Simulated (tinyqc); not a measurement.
Barrier height from two thicknesses.

Question. Through a thick flat barrier T = c exp(-2 kappa t) with a prefactor c that does not depend on t, and kappa = sqrt(m1 phi1/C), C = hbar^2/(2 m0). Find kappa, the decades lost for each nanometre, c and phi1.

Values chosen for this exercise:

| symbol | value | unit | meaning |
|---|---|---|---|
| m1 | 0.49 | m0 | tunnelling mass of layer 1 |

Constants: q = 1.602176634e-19 C, hbar = 1.054571817e-34 J s, m0 = 9.1093837015e-31 kg, hbar^2/(2 m0) = 0.0380998212 eV nm^2. Results are converted to the units shown.

T at t = 0.9 and 2.3 nm: [1.3223652e-5, 2.9373376e-13]

Solution. The ratio of the two values removes c: kappa = ln(T_a/T_b)/(2 (t_b - t_a)).

kappa = 6.294 1/nm
decades a nanometre = 5.467
c = 1.100
phi1 = 3.080 eV

Program tinyqc, `OMP_NUM_THREADS=1 python tinyqc.py 2540048 2540049 out.jsonl`; Intel Xeon 2.30GHz, shared host, one thread, about 0.03 s.
